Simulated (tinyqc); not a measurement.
Worked calculation: tight binding, honeycomb lattice. Computed by tinyqc, a small Python program that keeps every step. Settings: t1 = 2.53, t2 = 0.13, phi = 0, delta = 0, points = 5. Command: `OMP_NUM_THREADS=1 python tinyqc.py 31827 31828 out.jsonl` (the two numbers bound the seeds that draw the settings). One thread of a shared host (Intel(R) Xeon(R) Processor @ 2.60GHz), about 0.01 s of CPU time with the checks.

## Bloch Hamiltonian at k

Parameters chosen for this model:
```
parameter     value                        unit
t1         2.530000                 eV, nearest
t2         0.130000       eV, second neighbours
phi               0  rad, phase of t2 (Haldane)
delta             0          eV, +/- on A and B
```

k point k (fractions of the reciprocal vectors): 0.360000  0.330000

H_AB = -t1 (1 + exp(-i k.a1) + exp(-i k.a2)); H_AA = delta - 2 t2 sum cos(k.b + phi), H_BB = -delta - 2 t2 sum cos(k.b - phi), b = a1, a2 - a1, -a2.

H(k) at k (eV):
```
                    A                   B
A            0.035592  0.301519+4.166454i
B  0.301519-4.166454i            0.035592
```

## Levels at k

Diagonalise the Hermitian matrix.

eigenvalues (eV): -4.141759  4.212942

weights |c|^2 of the basis functions:
```
     band 1    band 2
A  0.500000  0.500000
B  0.500000  0.500000
```

## Bloch Hamiltonian at K

k point K (fractions of the reciprocal vectors): 0.333333  0.666667

As before.

H(k) at K (eV):
```
          A         B
A  0.390000  0.000000
B  0.000000  0.390000
```

## Levels at K

As before.

eigenvalues (eV): 0.390000  0.390000

## Bands along a path

The same steps at evenly spaced points between the labelled ones.

Bands along the path (eV):
```
k             band 1    band 2
G          -8.370000  6.810000
G-K 0.33   -6.849677  5.962693
G-K 0.67   -3.254637  3.562683
K           0.390000  0.390000
K-M 0.33   -0.992990  1.699379
K-M 0.67   -1.935376  2.514313
M          -2.270000  2.790000
M-K' 0.33  -1.935376  2.514313
M-K' 0.67  -0.992990  1.699379
K'          0.390000  0.390000
```

With 1 band(s) filled, the highest filled level on these points lies at K and the lowest empty one at K: the bands touch or overlap, so there is no gap.
